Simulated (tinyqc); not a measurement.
# Worked calculation: MOSFET in the linear regime without short-channel effects, parameter extraction from computed curves

Computed by the program tinyqc: `OMP_NUM_THREADS=1 python tinyqc.py 2210107 2210108 out.jsonl`, one thread of a shared Intel Xeon 2.30GHz, about 0.01 s for the whole run. Printed values are rounded.

Inversion charge Q = Cox n Vt W0(exp((Vg - VT)/(n Vt))), W0 the Lambert function and n = nf; u = Q/Cox; mobility mu = mu0/(1 + th1 u + th2 u^2); channel resistance Rch = (L - dL)/(W mu Q); Id = Vd/(Rch + Rsd/W). Cox = eps0 eox/tox. Small Vd, no channel-length or drain effects.

Inputs (values chosen for the exercise); channel values of the order met in silicon transistors: temperature T = 300 K; relative permittivity of the gate insulator (close to silicon dioxide) eox = 3.9; insulator thickness tox = 4.7 nm; low-field mobility mu0 = 120 cm^2/(V s); first mobility attenuation factor th1 = 0.63 1/V; second mobility attenuation factor th2 = 0 1/V^2; threshold voltage VT = 0.26 V; body factor nf = 1.47; gate width W = 10 um; drawn gate length L = 0.042 um; drawn less effective length dL = 0.004 um; source plus drain resistance Rsd = 180 ohm um; drain voltage Vd = 0.01 V.

Constants: q = 1.602176634e-19 C, kB = 1.380649e-23 J/K, Vt = kB T/q, eps0 = 8.8541878128e-14 F/cm where lengths are in cm. Results are converted to the units shown.

## Transfer curve

```
point,Vg (V)
0,0.06
1,0.16
2,0.26
3,0.36
4,0.46
5,0.56
6,0.66
7,0.76
8,0.86
9,0.96
10,1.06
```

u, mu, Rch and Id as defined.

```
point,u (V),mu (cm^2/(V s)),Rch (ohm),Id (uA)
0,1.95866e-4,119.985,2.20080e5,0.0454343
1,0.00255729,119.807,16881.3,0.591740
2,0.0215528,118.392,2026.94,4.89013
3,0.0744462,114.624,606.108,16.0229
4,0.148265,109.749,317.855,29.7747
5,0.231356,104.735,213.451,43.2057
6,0.319132,99.9123,162.210,55.4907
7,0.409644,95.3838,132.369,66.5030
8,0.501923,91.1707,113.025,76.3212
9,0.595431,87.2650,99.5397,85.0776
10,0.689838,83.6471,89.6334,92.9080
```

## Threshold and mobility at the peak transconductance

gm_i = (Id_(i+1) - Id_(i-1))/(Vg_(i+1) - Vg_(i-1)); at the point j of largest gm the tangent meets the axis at V_ext = Vg_j - Id_j/gm_j; field-effect mobility gm_j L/(W Cox Vd) with the drawn L.

```
point,gm (uS)
1,24.2235
2,77.1556
3,124.423
4,135.914
5,128.580
6,116.486
7,104.152
8,92.8733
9,82.9338
```

j = 4
V_ext = 0.240930 V
field-effect mobility = 77.6961 cm^2/(V s)

V_ext is 19 mV below the model VT, and the mobility so found is 41 % below mu0 L/(L - dL) = 133 cm^2/(V s), the value for the drawn L; attenuation, series resistance and the slow approach of Q to a straight line all lower the peak gm.

## The Y function

Y_i = Id_i/sqrt(gm_i). For Id = beta Vd x/(1 + th x), x = Vg - VT, Y = sqrt(beta Vd) x whatever th. Slope s from points 6 and 9; VT_Y = Vg - Y/s at point 9; beta = s^2/Vd; mobility beta L/(W Cox) with the drawn L; th* = (beta Vd x/Id - 1)/x at point 9.

```
point,Y (uA^0.5 V^0.5)
1,0.120230
2,0.556720
3,1.43645
4,2.55397
5,3.81026
6,5.14142
7,6.51638
8,7.91954
9,9.34221
```

s = 14.0026 uA^0.5 V^-0.5
VT_Y = 0.292824 V
beta = 19607.3 uA/V^2
mobility from Y = 112.086 cm^2/(V s)
th* = 0.805785 1/V

The mobility from Y is 15 % below mu0 L/(L - dL) = 133 cm^2/(V s), which it should reach in deep inversion when th2 = 0. th* compares with th1 + mu0 Cox Rsd/(L - dL) = 1.05 1/V, since series resistance enters like th1. The match is poor here: at these overdrives Q is not yet a straight line in Vg.
